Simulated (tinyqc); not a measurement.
From results back to parameters: standing waves and exposure in a photoresist film. Two cases, with inputs chosen for the exercise.

Problem. Bleaching of a resist on an index-matched plate: T(0) = T12 exp(-(A + B) d), T(end) = T12 exp(-B d), T12 = 1 - ((n1 - 1)/(n1 + 1))^2, and the first slope dT/dD = T(0) C A T12 (1 - exp(-(A + B) d))/(A + B). Here d = dT and D is the dose; A, B and C are hidden.

Case 1.

Values chosen (out of a larger set: a resist on W, indices near tabulated ones; not measured data): n1 = 1.773 (resist index); dT = 0.445 micrometre (resist thickness on an index-matched plate).

T(0) = 0.591028
T(end) = 0.609728
dT/dD = 0.00020558 cm^2/mJ

Case 2.

Values chosen (out of a larger set: a resist on Si, indices near tabulated ones; not measured data): n1 = 1.704 (resist index); dT = 0.935 micrometre (resist thickness on an index-matched plate).

T(0) = 0.536955
T(end) = 0.881358
dT/dD = 0.0057196 cm^2/mJ

Find: A; B; C.

Solution. A = ln(T(end)/T(0))/d, B = ln(T12/T(end))/d, and the slope then gives C.

Case 1.

A = 0.07 1/micrometre
B = 0.93 1/micrometre
C = 0.015 cm^2/mJ

Case 2.

A = 0.53 1/micrometre
B = 0.06 1/micrometre
C = 0.030 cm^2/mJ

Computed by tinyqc, one run a case: `OMP_NUM_THREADS=1 python tinyqc.py N N+1 out.jsonl` with N = 1682631, 1682703; one thread of a shared Intel(R) Xeon(R) Processor @ 2.30GHz, about 0.01 s a run at most.
